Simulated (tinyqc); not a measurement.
## Single-electron transistor, orthodox theory and master equation: current against bias

A metal island with n extra electrons joins the left lead (voltage V) and the right lead (0 V) by tunnel junctions and couples to a gate. Cs = CL + CR + Cg. Adding electron n + 1 costs mu(n) = [q (n + 1/2) - CL V - Cg Vg]/Cs (in volts); the Fermi levels are -V (left) and 0 (right). A jump that gains the energy W has the rate G(W) = (W/q)/(R [1 - exp(-W/Vt)]), W in volts, Vt = kB T/q. Sequential tunnelling only; I > 0 flows from left to right.

Onto the island: from the left W = -V - mu(n), from the right W = -mu(n); off the island (n + 1 to n): to the left W = mu(n) + V, to the right W = mu(n). Steady state: p(n + 1)/p(n) = (sum of on rates)/(sum of off rates), normalised. I = q sum_n [p(n + 1) (off to left) - p(n) (on from left)]. Enough charge states are kept that the digits shown do not change.

Parameters, values chosen for the exercise: capacitance of the left junction CL = 3 aF; capacitance of the right junction CR = 2 aF; gate capacitance Cg = 0.32 aF; resistance of the left junction RL = 540 kohm; resistance of the right junction RR = 27000 kohm; temperature T = 20 K; gate voltage Vg = 300 mV.

Constants: q = 1.602176634e-19 C, kB = 1.380649e-23 J/K, Vt = kB T/q. Results are converted to the units shown.

Current against bias:
```
V (mV)	I (nA)	mean n	states above 1 %	I (RL + RR)/V
3.01	0.04093	0.7314	2	0.3745
14.1	0.3331	0.1789	2	0.6506
25.1	0.6032	0.0499	2	0.6619
36.1	0.8338	0.0358	2	0.6361
47.2	1.063	0.0320	2	0.6203
58.2	1.302	0.0215	2	0.6163
69.3	1.656	-0.0879	3	0.6581
80.3	2.358	-0.5109	3	0.8086
91.4	2.889	-0.7791	2	0.8704
102	3.194	-0.8542	2	0.8623
113	3.460	-0.8874	2	0.8434
124	3.715	-0.9094	2	0.8250
136	4.042	-0.9777	3	0.8184
```

What does the table show?

At zero temperature the blockade would end at V = 6.85 mV. The ratio I (RL + RR)/V moves up and down between 0.375 and 0.870. Over the second half of the table the slope between rows varies from 0.637 to 1.76 times 1/(RL + RR): a Coulomb staircase, which a rerun with equal junctions shows much less.

Range of the model: Cotunnelling, which dominates deep in the blockade, is left out.

Numbers from tinyqc (`OMP_NUM_THREADS=1 python tinyqc.py 2780022 2780023 out.jsonl`; about 0.01 s on one thread of a shared Intel Xeon 2.30GHz).
